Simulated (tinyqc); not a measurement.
Gate sheet resistance from two finger widths.

Question. At low frequency R = Rsh Wf/(3 L) + B/Wf, where B collects the channel and vertical terms. Find Rsh, B and the width of lowest R.

Inputs (values chosen for the exercise):
- L = 0.63 um (channel length)

input resistance of single fingers, contacted at one end, of width 1.6 and 10 um (ohm): 33.647487  46.628042

Answer. R Wf is a straight line in Wf^2; the minimum of R lies where both terms are equal.

Rsh = 8.00 ohm/square
B = 43.0 ohm um
width of lowest R = 3.19 um

Program tinyqc, `OMP_NUM_THREADS=1 python tinyqc.py 2262246 2262247 out.jsonl`; Intel Xeon 2.30GHz, shared host, one thread, about 0.01 s.
